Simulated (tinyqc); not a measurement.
Shallow acceptor in the spherical four-band model: one step. Units and couplings. Five cases, with inputs chosen for the exercise.

Task: Give Ry*, a*, mu, delta and the spherical masses 1/(g1 (1 -/+ mu)).

Units Ry* = Ry/(g1 eps^2) and a* = a0 eps g1; mu = (6 g3 + 4 g2)/(5 g1) is the spherical heavy-light coupling and delta = (g3 - g2)/g1 the cubic term, which is left out.

Constants: Ry = 13.60569312 eV; a0 (Bohr radius) = 0.5291772105 angstrom.

Case 1.

Values chosen (near those of a shallow acceptor in Si, where the small spin-orbit splitting and strong warping make this model rough; shifted at random, so the results belong to these values and not to a real crystal): g1 = 4.27 (Luttinger gamma1); g2 = 0.34 (gamma2); g3 = 1.45 (gamma3); eps = 11.8 (dielectric constant).

Case 2.

Values chosen (near those of a shallow acceptor in Ge; shifted at random, so the results belong to these values and not to a real crystal): g1 = 13.45 (Luttinger gamma1); g2 = 4.24 (gamma2); g3 = 5.69 (gamma3); eps = 16.2 (dielectric constant).

Case 3.

Values chosen (near those of a shallow acceptor in GaSb; shifted at random, so the results belong to these values and not to a real crystal): g1 = 13.24 (Luttinger gamma1); g2 = 4.74 (gamma2); g3 = 5.97 (gamma3); eps = 16.1 (dielectric constant).

Case 4.

Values chosen (near those of a shallow acceptor in AlAs; shifted at random, so the results belong to these values and not to a real crystal): g1 = 3.77 (Luttinger gamma1); g2 = 0.82 (gamma2); g3 = 1.42 (gamma3); eps = 9.8 (dielectric constant).

Case 5.

Values chosen (near those of a shallow acceptor in GaP, where the small spin-orbit splitting and strong warping make this model rough; shifted at random, so the results belong to these values and not to a real crystal): g1 = 4.1 (Luttinger gamma1); g2 = 0.49 (gamma2); g3 = 1.26 (gamma3); eps = 10.6 (dielectric constant).

Give: Ry*; a*; mu; delta; heavy and light mass.

Result:

Case 1.

Ry* = 22.884 meV
a* = 26.66 angstrom
mu = 0.4712
delta = 0.2600

heavy and light mass (m0): 0.4429  0.1592

A hydrogen model with the heavy mass would bind by Ry*/(1 - mu) = 43.3 meV and with the light mass by 15.6 meV. delta/mu = 0.55: the cubic term is not small, so the spherical result is a first estimate.

Case 2.

Ry* = 3.855 meV
a* = 115.30 angstrom
mu = 0.7599
delta = 0.1078

heavy and light mass (m0): 0.3096  0.0422

A hydrogen model with the heavy mass would bind by Ry*/(1 - mu) = 16.1 meV and with the light mass by 2.2 meV. delta/mu = 0.14: the cubic term is a modest correction.

Case 3.

Ry* = 3.964 meV
a* = 112.80 angstrom
mu = 0.8275
delta = 0.0929

heavy and light mass (m0): 0.4378  0.0413

A hydrogen model with the heavy mass would bind by Ry*/(1 - mu) = 23.0 meV and with the light mass by 2.2 meV. delta/mu = 0.11: the cubic term is a modest correction.

Case 4.

Ry* = 37.577 meV
a* = 19.55 angstrom
mu = 0.6260
delta = 0.1592

heavy and light mass (m0): 0.7092  0.1631

A hydrogen model with the heavy mass would bind by Ry*/(1 - mu) = 100.5 meV and with the light mass by 23.1 meV. delta/mu = 0.25: the cubic term is a modest correction.

Case 5.

Ry* = 29.534 meV
a* = 23.00 angstrom
mu = 0.4644
delta = 0.1878

heavy and light mass (m0): 0.4554  0.1666

A hydrogen model with the heavy mass would bind by Ry*/(1 - mu) = 55.1 meV and with the light mass by 20.2 meV. delta/mu = 0.40: the cubic term is not small, so the spherical result is a first estimate.

Computed by tinyqc, one run a case: `OMP_NUM_THREADS=1 python tinyqc.py N N+1 out.jsonl` with N = 1250875, 1250952, 1251047, 1251256, 1251515; one thread of a shared Intel(R) Xeon(R) Processor @ 2.30GHz, about 0.09 s a run at most.
